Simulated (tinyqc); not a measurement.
Length of a polyene: Hueckel, PPP and singles CI along the polyenes. Computed by the program tinyqc. Hueckel uses the same beta without repulsion; CIS keeps all single excitations and so misses the low, doubly excited 2Ag state. W is the valence ionisation energy of a centre, MN the Mataga-Nishimoto formula, f the oscillator strength.

All-trans chains of carbon centres 1.40 angstrom apart:

| parameter | value |
|---|---|
| beta (eV), times 1 +/- alternation | -2.220000 |
| alternation | 0.150000 |
| W (eV) | 11.160000 |
| gamma_rr (eV) | 10.810000 |
| repulsion formula | Ohno |

Gaps and excitations (eV):

| centres | Hueckel gap | PPP orbital gap | bright singlet (CIS) | f | lowest triplet (CIS) |
|---|---|---|---|---|---|
| 2 | 5.1060 | 12.5575 | 6.7852 | 0.5817 | 3.4268 |
| 4 | 3.5565 | 10.3582 | 5.4738 | 1.0286 | 2.6650 |
| 6 | 2.8478 | 9.2789 | 4.7277 | 1.4051 | 2.3085 |
| 10 | 2.1987 | 8.2731 | 3.9635 | 2.0609 | 2.0174 |
| 12 | 2.0272 | 8.0133 | 3.7539 | 2.3661 | 1.9520 |

Estimate the missing row, centres = 8.

Computed row:
```
centres  Hueckel gap  PPP orbital gap  bright singlet (CIS)       f  lowest triplet (CIS)
8             2.4500           8.6612                4.2669  1.7439                2.1234
```

The Hueckel gap tends to 4 x alternation x |beta| = 1.33 eV for long chains. Exchange opens the PPP orbital gap, and the attraction of electron and hole brings the bright state 4.26 eV below it at 12 centres; the triplet lies 1.80 eV lower still.
